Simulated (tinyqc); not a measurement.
Square on-chip spiral inductor, lumped pi model: two steps of the calculation.

Outer diameter do = di + 2 n wd + 2 (n - 1) sp, mean da = (do + di)/2, fill p = (do - di)/(do + di), length l = 4 n da. L = 2.34 mu0 n^2 da/(1 + 2.75 p), mu0 = 4 pi 1e-7 H/m. Rs = rho l/(wd delta (1 - exp(-th/delta))), delta = sqrt(rho/(pi f mu0)). Cs = n wd^2 eps0 eo/hu across the coil. At each end Cox = l wd eps0 eo/(2 ho) leads to the substrate branch Rsi = 2 rs he/(l wd) in parallel with Csi = l wd eps0 11.7/(2 he). With one end grounded Y = 1/(Rs + i w L) + i w Cs + 1/[1/(i w Cox) + 1/(1/Rsi + i w Csi)], w = 2 pi f; Q = -Im Y/Re Y. Eddy currents in neighbouring turns and in the substrate are left out.

Parameters, values chosen for the exercise; values of the order met in silicon radio-frequency processes: number of turns n = 1.5; line width wd = 4 um; space between turns sp = 1.5 um; inner diameter di = 60 um; metal thickness th = 4 um; metal resistivity rho = 1.9 uohm cm; oxide below the coil ho = 5.6 um; oxide between coil and underpass hu = 1.2 um; relative permittivity of the oxide eo = 4.1; substrate resistivity rs = 1000 ohm cm; effective spreading depth in the substrate he = 80 um; frequency f = 3.8 GHz.

Constants: eps0 = 8.8541878128e-12 F/m. Results are converted to the units shown.

Problem 1. Geometry and model elements. do, l, L, delta, Rs, Cs, Cox, Rsi and Csi as defined.

Give: do; l; L; delta; Rs; Cs; Cox; Rsi; Csi.

Solution 1.

do = 73.500 um
l = 400.50 um
L = 0.34554 nH
delta = 1.1254 um
Rs = 1.7402 ohm
Cs = 0.72604 fF
Cox = 5.1925 fF
Rsi = 9.9875e5 ohm
Csi = 1.0372 fF

Problem 2. Admittance, quality factor and apparent inductance. Series branch 1/(Rs + i w L), substrate branch, total Y, Q = -Im Y/Re Y, apparent inductance Im(1/Y)/w, metal-only value w L/Rs, share of the loss in the substrate Re(substrate branch)/Re Y.

L = 0.34553983 nH
Rs = 1.7401771 ohm
Cs = 0.72604340 fF
Cox = 5.1925068 fF
Rsi = 9.9875156e5 ohm
Csi = 1.0372349 fF

Give: series branch; substrate branch; Y; Q; apparent inductance; w L/Rs; share of the loss in the substrate.

Solution 2.

series branch = 24.48-116.05i mS
substrate branch = 0.000696+0.020646i mS
Y = 24.48-116.01i mS
Q = 4.7393
apparent inductance = 0.34564 nH
w L/Rs = 4.7410
share of the loss in the substrate = 0.0028416 %

Q is 100 % of the metal-only value.

Computed by the program tinyqc: `OMP_NUM_THREADS=1 python tinyqc.py 2302168 2302169 out.jsonl`, one thread of a shared Intel Xeon 2.30GHz, about 0.01 s for the whole run.
